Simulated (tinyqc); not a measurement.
Absorption spectrum: gated graphene: carriers, quantum capacitance and optical conductivity.

Conductivity over sigma0 = e^2/(4 hbar): interband Re = sinh(E/2kT)/(cosh(mu/kT) + cosh(E/2kT)); intraband Re = (8 kT/pi) ln(2 cosh(mu/2kT)) Gm/(E^2 + Gm^2). A free sheet absorbs about pi alpha_f Re(sigma/sigma0), alpha_f the fine-structure constant (alpha among the constants).

Constants: kB = 8.617333262e-05 eV/K; fine-structure constant alpha = 0.007297352564.

Parameters, chosen for this exercise (out of a larger set: Fermi velocity near that of graphene, gate dielectric near HfO2; not measured data): T = 400 K; Gm = 5 meV (intraband damping).

mu = -0.16229 eV

Results:

| E (eV) | interband | intraband | absorption (%) |
|---|---|---|---|
| 0.032 | 0.0085 | 0.9887 | 2.286 |
| 0.065 | 0.0191 | 0.2440 | 0.603 |
| 0.114 | 0.0433 | 0.0796 | 0.282 |
| 0.162 | 0.0855 | 0.0395 | 0.287 |
| 0.227 | 0.1950 | 0.0201 | 0.493 |
| 0.276 | 0.3306 | 0.0136 | 0.789 |
| 0.325 | 0.5014 | 0.0098 | 1.172 |
| 0.373 | 0.6687 | 0.0075 | 1.550 |
| 0.422 | 0.8042 | 0.0058 | 1.857 |
| 0.519 | 0.9438 | 0.0038 | 2.172 |
| 0.649 | 0.9910 | 0.0025 | 2.278 |
| 0.974 | 0.9999 | 0.0011 | 2.295 |

The edge lies at 2|mu| = 0.325 eV and, for |mu| above about 3 kT (here 4.7), rises from 10 % to 90 % over about 8.8 kT = 0.303 eV. The absorption is lowest, 0.282 %, at 0.114 eV of those listed, between the Drude tail and the edge; at the last row it is 2.295 % against pi alpha_f = 2.293 %. The thin-sheet formula fails where the absorption is large, and trigonal warping matters above about 1.5 eV.

Run: tinyqc, `OMP_NUM_THREADS=1 python tinyqc.py 1680578 1680579 out.jsonl`; Intel(R) Xeon(R) Processor @ 2.30GHz, one thread, shared host; about 0.01 s of CPU time with all checks.
